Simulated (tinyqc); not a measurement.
Electron mobility in a silicon inversion layer, empirical terms and Matthiessen rule: one step of the calculation.

Inversion layer of sheet density Ns on a uniformly doped body, under a high-permittivity gate with an interlayer. The mobility terms are empirical power laws with prefactors chosen for the exercise; adding their inverses (Matthiessen) is itself an approximation.

Problem. Inversion density for the measured current. I = (W/L) q Ns mu Vd. E = q (Ndep + eta Ns)/(eps0 eps_r) in MV/cm. With t = T/(300 K): muC = Ac (Ns/1e12 cm^-2) t/(Nb/1e17 cm^-3 + Nit/1e11 cm^-2), muP = Ap E^(-1/3) t^(-1.75), muS = As E^(-gs), muR = Ar exp(2 ti/lr)/t; 1/mu is the sum of the inverses. Ns(new) = I/((W/L) q mu Vd).

Inputs (values chosen for the exercise); material values close to those of silicon:
- T = 300 K (temperature)
- eps_r = 11.7 (relative permittivity of the semiconductor)
- Nb = 5.6e16 cm^-3 (body doping)
- eta = 0.5 (weight of the inversion charge in the effective field)
- Ap = 475 cm^2/(V s) (phonon-limited mobility at 1 MV/cm and 300 K)
- As = 841 cm^2/(V s) (roughness-limited mobility at 1 MV/cm)
- gs = 2 (exponent of the roughness term)
- Ac = 2000 cm^2/(V s) (Coulomb prefactor)
- Nit = 1.6e12 cm^-2 (charge at the interface)
- Ar = 320 cm^2/(V s) (remote-phonon mobility without interlayer)
- ti = 1 nm (interlayer thickness)
- lr = 0.9 nm (decay length of remote phonons)
- WL = 5 (ratio W/L)
- Vd = 0.02 V (drain voltage)
- I = 10.2 uA (measured linear current)

Constants: q = 1.602176634e-19 C, eps0 = 8.8541878128e-14 F/cm where lengths are in cm. Results are converted to the units shown.

Ns at the start = 4.5e12 cm^-2
Ndep = 7.5175435e11 cm^-2

Find: E; mu; Ns after iteration 1.

Solution.

E = 0.46425 MV/cm
mu = 246.00 cm^2/(V s)
Ns after iteration 1 = 2.5880e12 cm^-2

tinyqc, about 0.01 s, one thread, Intel Xeon 2.30GHz (shared host): `OMP_NUM_THREADS=1 python tinyqc.py 2510054 2510055 out.jsonl`
